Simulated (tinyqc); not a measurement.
On-chip interconnect, size-dependent resistivity and RC delay: course in time.

A rectangular line between two neighbours and two ground planes. Surface and grain-boundary scattering are added to the bulk resistivity as corrections; capacitances are parallel-plate values without fringing; inductance is ignored.

6 equal pi sections: series Rs = r Lw/6; node capacitances c Lw/6, halved at nodes 0 and 6, with Cl added to node 6; Rd feeds node 0. Elmore delay of node k: the sum, over the resistors on the path to k, of resistance times all capacitance downstream of it.

A 1 V step is applied behind Rd at t = 0. C dv/dt = -G v + b, with G the conductance matrix of the ladder (1/Rs between neighbours, 1/Rd added at node 0) and b = (1 V/Rd, 0, ...). Trapezoidal step: (C/dt + G/2) v(new) = (C/dt - G/2) v + b. The last column solves the same ladder exactly by its modes.

Inputs (values chosen for the exercise):

| symbol | value | unit | meaning |
|---|---|---|---|
| Rd | 11000 | ohm | driver resistance |
| dt | 7.1 | ps | time step |

Rs = 36.3305 ohm
C, node 0 to 6 (fF): 0.181853  0.363705  0.363705  0.363705  0.363705  0.363705  0.421853

Voltages (V):
```
t (ps)	node 0	node 3	node 6	node 6, exact
7.100	0.2463	0.2330	0.2275	0.2297
14.20	0.4100	0.4129	0.4139	0.4087
21.30	0.5599	0.5493	0.5451	0.5462
28.40	0.6509	0.6554	0.6569	0.6517
35.50	0.7441	0.7351	0.7318	0.7326
42.60	0.7925	0.7978	0.7995	0.7948
49.70	0.8521	0.8442	0.8415	0.8425
56.80	0.8758	0.8814	0.8832	0.8791
63.90	0.9154	0.9083	0.9060	0.9072
71.00	0.9248	0.9306	0.9323	0.9288
78.10	0.9525	0.9459	0.9439	0.9453
85.20	0.9537	0.9594	0.9610	0.9580
```

What does the comparison show?

The far end of the ladder reaches 0.5 V at 18.70 ps, 0.694 of its Elmore delay (ln 2 = 0.693 for a single pole); the slowest mode has a time constant of 26.84 ps. The largest error of the trapezoidal steps at that node is 5.2 mV.

tinyqc, about 0.01 s, one thread, Intel Xeon 2.30GHz (shared host): `OMP_NUM_THREADS=1 python tinyqc.py 2100072 2100073 out.jsonl`
